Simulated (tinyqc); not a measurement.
CMOS latch-up, two-transistor model: one step of the calculation.

A parasitic pnp (emitter at Vdd, base shunted by Rw) and npn (emitter at ground, base shunted by Rs) feed each other: the npn collector current flows out of the pnp base node, the pnp collector current into the npn base node. Forward-active transistors with constant gains: Icn = Isn exp(Vn/Vt), Icp = Isp (exp(Vp/Vt) - 1). A current Ii is injected into the npn base node.

Question. The off branch. Node equations: Vp/Rw + Icp/bp = Icn and Vn/Rs + Icn/bn = Icp + Ii. Loop gain G = gn gp/[(1/Rw + gp/bp)(1/Rs + gn/bn)], gn = Icn/Vt, gp = (Icp + Isp)/Vt; the off state ends where G = 1, and Ii there is the trigger current. For each Vn: Icn, then Vp from the first equation, then Ii from the second.

Parameters, values chosen for the exercise; values close to those of bulk CMOS: temperature T = 250 K; current gain of the npn bn = 21.6; current gain of the pnp bp = 5.6; saturation current of the npn at T Isn = 2.1e-19 A; saturation current of the pnp at T Isp = 6e-20 A; substrate resistance shunting the npn Rs = 770 ohm; well resistance shunting the pnp Rw = 1300 ohm; current injected into the substrate Ii = 0.654 mA.

Constants: q = 1.602176634e-19 C, kB = 1.380649e-23 J/K, Vt = kB T/q. Results are converted to the units shown.

Vn, point 0 to 7 (V): 0.563  0.643  0.693  0.723  0.743  0.763  0.778  0.793

Give: Icn; Vp; Icp; Ii; G.

Answer.

```
point	Icn (mA)	Vp (V)	Icp (mA)	Ii (mA)	G
0	4.697e-5	6.106e-5	1.703e-19	0.7312	6.095e-18
1	0.001925	0.002503	7.392e-18	0.8352	2.790e-16
2	0.01961	0.02549	1.359e-16	0.9009	8.026e-15
3	0.07893	0.1026	6.966e-15	0.9426	1.058e-12
4	0.1997	0.2596	1.029e-11	0.9742	3.332e-9
5	0.5054	0.6568	0.001042	1.013	0.6116
6	1.014	0.8211	2.141	-1.084	72.64
7	2.034	0.8488	7.735	-6.611	92.15
```

Ii peaks at 1.013 mA, at Vn = 0.7633 V where G = 1; beyond it the loop feeds itself.

Computed by the program tinyqc: `OMP_NUM_THREADS=1 python tinyqc.py 2670020 2670021 out.jsonl`, one thread of a shared Intel Xeon 2.30GHz, about 0.04 s for the whole run.
